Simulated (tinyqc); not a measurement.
## Bandgap voltage reference from two bipolar transistors: effect of the temperature coefficient of both resistors

Two transistors of area 1 and N carry the same current I. Is(T) = Is (T/T0)^eta exp[(Vg0 q/kB)(1/T0 - 1/T)], VBE1 = Vt ln(I/Is(T)) + I rb, VBE2 = Vt ln(I/(N Is(T))) + I rb/N. The amplifier forces I R1(T) = VBE1 - VBE2 + Vos, with R(T) = R (1 + tc (T - T0)) for both resistors, and the output is Vref = VBE1 + I R2(T). Base currents and the Early effect are neglected.

Vt = kB T/q; I = (Vt ln N + Vos)/(R1(T) - rb (1 - 1/N)). Box coefficient: span of Vref between 233 and 398 K over its average over T and over 165 K. The last column is the R2 that gives zero slope at T0.

Parameters, values chosen for the exercise; values of the order met in silicon bipolar transistors:

| symbol | value | unit | meaning |
|---|---|---|---|
| T0 | 300 | K | reference temperature |
| Vg0 | 1.171 | V | band-gap voltage extrapolated to 0 K |
| eta | 4.3 |  | temperature exponent of the saturation current |
| Is | 1.9e-16 | A | saturation current of the unit transistor at T0 |
| N | 24 |  | area ratio of the second transistor |
| R1 | 7 | kohm | resistor across which the difference of VBE falls, at T0 |
| Vos | 0 | mV | offset of the amplifier |
| rb | 18 | ohm | series resistance of the unit transistor |
| R2 | 53.72 | kohm | output resistor at T0 |

Constants: q = 1.602176634e-19 C, kB = 1.380649e-23 J/K. Results are converted to the units shown.

Results:

| tc (ppm/K) | I at T0 (uA) | Vref at T0 (V) | slope at T0 (uV/K) | box coefficient (ppm/K) | R2 for zero slope (kohm) |
|---|---|---|---|---|---|
| -2000 | 11.77 | 1.275 | 116.6 | 90.52 | 50.75 |
| 0 | 11.77 | 1.275 | 61.24 | 40.60 | 52.16 |
| 1000 | 11.77 | 1.275 | 33.55 | 25.89 | 52.86 |
| 2000 | 11.77 | 1.275 | 5.859 | 22.25 | 53.57 |
| 3000 | 11.77 | 1.275 | -21.83 | 36.69 | 54.28 |

Estimate the missing row, tc = -1000 ppm/K.

Computed row:

| tc (ppm/K) | I at T0 (uA) | Vref at T0 (V) | slope at T0 (uV/K) | box coefficient (ppm/K) | R2 for zero slope (kohm) |
|---|---|---|---|---|---|
| -1000 | 11.77 | 1.275 | 88.93 | 64.07 | 51.45 |

With this row back in the table: As tc goes from -2000 to 3000, Vref stays at 1.275 V and the box coefficient goes from 90.5 through a minimum of 22.3 (at tc = 2000 among the rows listed) to 36.7 ppm/K.

Computed by the program tinyqc: `OMP_NUM_THREADS=1 python tinyqc.py 2062037 2062038 out.jsonl`, one thread of a shared Intel Xeon 2.30GHz, about 0.02 s for the whole run.
